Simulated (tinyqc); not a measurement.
From results back to parameters: Wannier function of the lower band of a two-orbital chain. Five cases, with inputs chosen for the exercise.

Problem. A band E(k) = H0 + 2 H1 cos(ka) + 2 H2 cos(2ka) is known at k = 0, pi/2a and pi/a. The values come from hidden hoppings; c = hbar^2/2m0.

Constants: hbar^2/2m0 = 3.80998211 eV angstrom^2.

Case 1.

Values chosen: a = 4.4 angstrom (period).

E (eV): 0 -0.7480, pi/2a -0.7560, pi/a 0.2040

Case 2.

Values chosen: a = 5.3 angstrom (period).

E (eV): 0 -3.1260, pi/2a -2.5260, pi/a -1.0380

Case 3.

Values chosen: a = 3.5 angstrom (period).

E (eV): 0 -3.2330, pi/2a -2.8350, pi/a -2.6850

Case 4.

Values chosen: a = 4.4 angstrom (period).

E (eV): 0 -3.4230, pi/2a -2.3890, pi/a -1.8510

Case 5.

Values chosen: a = 4.7 angstrom (period).

E (eV): 0 -2.0700, pi/2a -1.2600, pi/a -0.3460

Find: H0, H1, H2; m0/m at k = 0.

Solution. H0 = (E0 + 2 E1 + E2)/4, H1 = (E0 - E2)/4, H2 = (E0 - 2 E1 + E2)/8; the curvature at k = 0 gives m0/m = -(H1 + 4 H2) a^2/c.

Case 1.

H0, H1, H2 (eV): -0.514  -0.238  0.121

m0/m at k = 0 = -1.250

Case 2.

H0, H1, H2 (eV): -2.304  -0.522  0.111

m0/m at k = 0 = 0.575

Case 3.

H0, H1, H2 (eV): -2.897  -0.137  -0.031

m0/m at k = 0 = 0.839

Case 4.

H0, H1, H2 (eV): -2.513  -0.393  -0.062

m0/m at k = 0 = 3.257

Case 5.

H0, H1, H2 (eV): -1.234  -0.431  0.013

m0/m at k = 0 = 2.197

Computed by tinyqc, one run a case: `OMP_NUM_THREADS=1 python tinyqc.py N N+1 out.jsonl` with N = 1450866, 1450888, 1450918, 1451199, 1451230; one thread of a shared Intel(R) Xeon(R) Processor @ 2.30GHz, about 0.2 s a run at most.
